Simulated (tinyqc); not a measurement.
What each parameter does: temperature and isotope dependence of a band gap in oscillator models.

E(T) = E0 - sum_i sl_i th_i n_i(T), n = 1/(exp(th/T) - 1). The same coupling lowers the gap at 0 K by the zero-point term ZP = sum_i sl_i th_i/2, so the gap of the static lattice is E0 + ZP. Thermal expansion is taken as part of the slopes.

Inputs chosen for the exercise (near those of diamond; the results hold for these values, not for the real material):

| symbol | value | unit | meaning |
|---|---|---|---|
| E0 | 5.515 | eV | gap at 0 K |
| th | (651, 1722) | K | temperatures of two oscillators |
| sl | (0.2363, 0.3697) | meV/K | their high-temperature slopes |
| T | 600 | K | temperature |

Gap at T, slope -sum sl_i (th_i/T)^2 n_i (1 + n_i) and ZP.

One parameter was then changed.

Results before and after:

| case | E(T) (eV) | dE/dT (meV/K) | ZP (meV) |
|---|---|---|---|
| base | 5.3982 | -0.4085 | 395.23 |
| changed | 5.4082 | -0.4085 | 395.23 |

Which of these changes was made? (a) E0 = 5.525 eV; (b) sl = (0.3072, 0.3697) meV/K; (c) th = (651, 2066) K; (d) T = 640 K.

Answer: (a) E0 = 5.525 eV. Of the candidates, run in turn, only this one gives the changed row.

All candidates:

| case | E(T) (eV) | dE/dT (meV/K) | ZP (meV) |
|---|---|---|---|
| base | 5.3982 | -0.4085 | 395.23 |
| T = 640 K | 5.3815 | -0.4259 | 395.23 |
| E0 = 5.525 eV | 5.4082 | -0.4085 | 395.23 |
| th = (651, 2066) K | 5.4113 | -0.3639 | 458.82 |
| sl = (0.3072, 0.3697) meV/K | 5.3747 | -0.4728 | 418.31 |

Program tinyqc; command `OMP_NUM_THREADS=1 python tinyqc.py 1880524 1880525 out.jsonl`; about 0.01 s on one thread of a shared Intel(R) Xeon(R) Processor @ 2.30GHz.
